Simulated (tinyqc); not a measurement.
What moves the results: deformation-potential model of the Delta valleys of a conduction band. A value that a table varies takes the place of the one given here.

Valleys with axes along x, y and z, each a pair at +k and -k. Herring-Vogt shift of a valley with unit axis a: dE = Xd tr(e) + Xu a.e.a. Non-degenerate shares n_i = exp(-dE_i/kT)/sum_j exp(-dE_j/kT). Inverse mass tensor of a valley: (1 - a a)/mt + a a/ml; the masses are taken as independent of strain.

s11 = (C11 + C12)/((C11 - C12)(C11 + 2 C12)), s12 = -C12/((C11 - C12)(C11 + 2 C12)), s44 = 1/C44; exx = s11 sxx + s12 (syy + szz) and cyclic, exy = s44 sxy/2; tension is positive. A uniaxial stress X along the unit vector n is s_ij = X n_i n_j.

Constants: kB = 8.617333262e-05 eV/K.

Values chosen for the exercise (near those of Si; the results hold for these values, not for the real material):
- ml = 0.936 m0 (longitudinal mass)
- mt = 0.191 m0 (transverse mass)
- Xd = 1.21 eV (dilation potential)
- Xu = 9.37 eV (uniaxial potential)
- C11 = 172.6 GPa
- C12 = 61.6 GPa
- C44 = 80.7 GPa
- load = uniaxial [100] (kind of stress)
- T = 200 K (temperature)
- X1 = 1.1 GPa (size of the stress)
- X = 1.68 GPa (stress)

## Sweep of a uniaxial [100] stress

m_c = 1/(u.M.u) along [100] with M = sum_i n_i (inverse mass tensor); gain against zero stress at a fixed scattering time.

Results:
```
X (GPa),spread (meV),lowest edge (meV),n x,n y,n z,m_c (m0),gain (%)
-3.00,253.2,-212.8,1.000,0.000,0.000,0.9360,-72.2
-1.50,126.6,-106.4,0.999,0.001,0.001,0.9313,-72.1
-0.60,50.6,-42.6,0.904,0.048,0.048,0.6815,-61.9
0.00,0.0,0.0,0.333,0.333,0.333,0.2600,0.0
0.60,50.6,-8.1,0.026,0.487,0.487,0.1950,33.3
1.50,126.6,-20.2,0.000,0.500,0.500,0.1910,36.1
3.00,253.2,-40.5,0.000,0.500,0.500,0.1910,36.1
```

What does this show, and why?

Along [100] the gain is -72.2 % at -3.00 GPa and +36.1 % at 3.00 GPa. The slope at zero stress (from +/- 0.001 GPa), +117.9 % per GPa, carried to the ends would give -354 and +354 %; the response falls behind at both ends, as it saturates once the spread passes a few kT (kT = 17.2 meV, spread up to 253 meV).

## Gain for each load and current direction

Each load has the size X1. Gain m_c(0)/m_c - 1 in per cent from repopulation alone, m_c = 1/(u.M.u), M = sum_i n_i (inverse mass tensor); biaxial means sxx = syy.

Gain (%); + is tension, - compression:
```
load,[100],[010],[001],[110],[1-10],[111]
uniaxial [110] (+),29.7,29.7,-59.3,29.7,29.7,0.0
uniaxial [110] (-),-16.3,-16.3,32.6,-16.3,-16.3,0.0
uniaxial [100] (+),35.9,-17.9,-17.9,9.0,9.0,0.0
uniaxial [100] (-),-71.2,35.6,35.6,-17.8,-17.8,0.0
uniaxial [111] (+),0.0,0.0,0.0,0.0,0.0,0.0
uniaxial [111] (-),0.0,0.0,0.0,0.0,0.0,0.0
biaxial (001) (+),35.6,35.6,-71.2,35.6,35.6,0.0
biaxial (001) (-),-17.9,-17.9,35.9,-17.9,-17.9,0.0
```

What does this show, and why?

The largest gain is +35.9 %, for uniaxial [100] (+) with the current along [100] and biaxial (001) (-) with the current along [001]; for a [110] channel it is +35.6 %, under biaxial (001) (+). No gain or loss appears under uniaxial [111]: the valleys stay equivalent (in real silicon shear also changes the masses, which this model leaves out).

## Temperature and repopulation

The load is fixed; m_c along [100] as 1/(u.M.u).

Results:
```
T (K),kT (meV),n x,n y,n z,m_c (m0)
50,4.31,0.000,0.500,0.500,0.1910
77,6.64,0.000,0.500,0.500,0.1910
150,12.93,0.000,0.500,0.500,0.1910
225,19.39,0.000,0.500,0.500,0.1911
300,25.85,0.002,0.499,0.499,0.1913
400,34.47,0.008,0.496,0.496,0.1922
500,43.09,0.018,0.491,0.491,0.1938
```

What can be read from the table?

The largest share falls from 0.500 at 50 K to 0.491 at 500 K (equal shares: 0.333); m_c goes from 0.1910 to 0.1938, against 0.2600 without stress. Only spread/kT enters, so the small-stress response goes as 1/T.

## What each parameter does

Spread of the valley edges, lowest edge, largest share and m_c along [100]. Each row changes one parameter from the base and keeps the others.

Results:
```
case,spread (meV),lowest edge (meV),largest share,m_c (m0)
base,141.82,-22.66,0.4999,0.1910
ml = 1.123 m0,141.82,-22.66,0.4999,0.1910
mt = 0.153 m0,141.82,-22.66,0.4999,0.1530
Xd = 0.968 eV,141.82,-24.04,0.4999,0.1910
Xu = 7.496 eV,113.45,-16.75,0.4997,0.1911
C11 = 138.08 GPa,205.83,-40.75,0.5000,0.1910
C12 = 73.92 GPa,159.52,-30.46,0.5000,0.1910
C44 = 64.56 GPa,141.82,-22.66,0.4999,0.1910
X = 1.344 GPa,113.45,-18.13,0.4997,0.1911
T = 240 K,141.82,-22.66,0.4997,0.1911
```

What does this show?

The largest shifts from the base row, up to three for each result and ties (the steps differ in size, so this ranks the rows, not the parameters). spread (meV): C11 +64.01, X -28.36, Xu -28.36; unchanged at the printed digits by ml, mt, Xd, C44 and T. lowest edge (meV): C11 -18.09, C12 -7.79, Xu +5.91; unchanged at the printed digits by ml, mt, C44 and T. largest share: Xu -0.0003, X -0.0003, T -0.0002; unchanged at the printed digits by ml, mt, Xd and C44. m_c (m0): mt -0.0380, Xu +0.0001, X +0.0001, T +0.0001; unchanged at the printed digits by ml, Xd, C11, C12 and C44. Xd moves all valleys together, so it shifts the edge and nothing else.

Program tinyqc; command `OMP_NUM_THREADS=1 python tinyqc.py 1050581 1050582 out.jsonl`; about 0.03 s on one thread of a shared Intel(R) Xeon(R) Processor @ 2.30GHz.
